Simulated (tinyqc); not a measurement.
Hexagonal on-chip spiral inductor, lumped pi model: one step of the calculation.

Outer diameter do = di + 2 n wd + 2 (n - 1) sp, mean da = (do + di)/2, fill p = (do - di)/(do + di), length l = 3.464 n da. L = 2.33 mu0 n^2 da/(1 + 3.82 p), mu0 = 4 pi 1e-7 H/m. Rs = rho l/(wd delta (1 - exp(-th/delta))), delta = sqrt(rho/(pi f mu0)). Cs = n wd^2 eps0 eo/hu across the coil. At each end Cox = l wd eps0 eo/(2 ho) leads to the substrate branch Rsi = 2 rs he/(l wd) in parallel with Csi = l wd eps0 11.7/(2 he). With one end grounded Y = 1/(Rs + i w L) + i w Cs + 1/[1/(i w Cox) + 1/(1/Rsi + i w Csi)], w = 2 pi f; Q = -Im Y/Re Y. Eddy currents in neighbouring turns and in the substrate are left out.

Problem. Admittance, quality factor and apparent inductance. Series branch 1/(Rs + i w L), substrate branch, total Y, Q = -Im Y/Re Y, apparent inductance Im(1/Y)/w, metal-only value w L/Rs, share of the loss in the substrate Re(substrate branch)/Re Y.

Parameters, values chosen for the exercise:
```
symbol  value  unit    meaning
f         1.5   GHz  frequency
```

L = 3.9114107 nH
Rs = 4.2398294 ohm
Cs = 10.359400 fF
Cox = 44.930961 fF
Rsi = 68314.848 ohm
Csi = 15.164199 fF

Give: series branch; substrate branch; Y; Q; apparent inductance; w L/Rs; share of the loss in the substrate.

Solution.

series branch = 3.08-26.77i mS
substrate branch = 0.0082+0.1071i mS
Y = 3.09-26.57i mS
Q = 8.605
apparent inductance = 3.940 nH
w L/Rs = 8.695
share of the loss in the substrate = 0.2649 %

Q is 99.0 % of the metal-only value.

Computed by the program tinyqc: `OMP_NUM_THREADS=1 python tinyqc.py 2302039 2302040 out.jsonl`, one thread of a shared Intel Xeon 2.30GHz, about 0.01 s for the whole run.
